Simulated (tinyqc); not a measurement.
From results back to parameters: carrier statistics of a doped semiconductor with parabolic bands. Three cases, with inputs chosen for the exercise.

Problem. With Boltzmann statistics and no minority carriers, p (p + ND)/(NA - ND - p) = K(T) = (N(T)/4) exp(-E/kB T), E the ionisation energy of the majority dopant and N = 2 (m kB T/(4 pi c))^(3/2) with c = hbar^2/2m0, in 1/angstrom^3; times 1e24 for 1/cm^3, m = m_d. The density below was computed from a hidden E.

Constants: hbar^2/2m0 = 3.80998211 eV angstrom^2; kB = 8.617333262e-05 eV/K.

Case 1.

Values chosen (near those of GaAs; the results hold for these values, not for the real material): NA = 1.3e+18 1/cm^3 (acceptors); ND = 9.6e+15 1/cm^3 (donors); m_d = 0.547 m0 (density-of-states mass of the majority band); Ta = 28 K.

p(Ta) = 2.9840e+14 1/cm^3

Case 2.

Values chosen (near those of Si; the results hold for these values, not for the real material): NA = 2.2e+14 1/cm^3 (acceptors); ND = 2.7e+12 1/cm^3 (donors); m_d = 0.594 m0 (density-of-states mass of the majority band); Ta = 46 K.

p(Ta) = 2.6004e+13 1/cm^3

Case 3.

Values chosen (near those of InAs; the results hold for these values, not for the real material): NA = 9.8e+14 1/cm^3 (acceptors); ND = 1.8e+12 1/cm^3 (donors); m_d = 0.438 m0 (density-of-states mass of the majority band); Ta = 22 K.

p(Ta) = 9.8753e+13 1/cm^3

Find: K(Ta); E.

Solution. The left side gives K; then E = kB T ln(N/(4 K)).

Case 1.

K(Ta) = 2.29e+12 1/cm^3
E = 0.0250 eV

Case 2.

K(Ta) = 3.90e+12 1/cm^3
E = 0.0424 eV

Case 3.

K(Ta) = 1.13e+13 1/cm^3
E = 0.0153 eV

Computed by tinyqc, one run a case: `OMP_NUM_THREADS=1 python tinyqc.py N N+1 out.jsonl` with N = 1681960, 1681965, 1681999; one thread of a shared Intel(R) Xeon(R) Processor @ 2.30GHz, about 0.01 s a run at most.
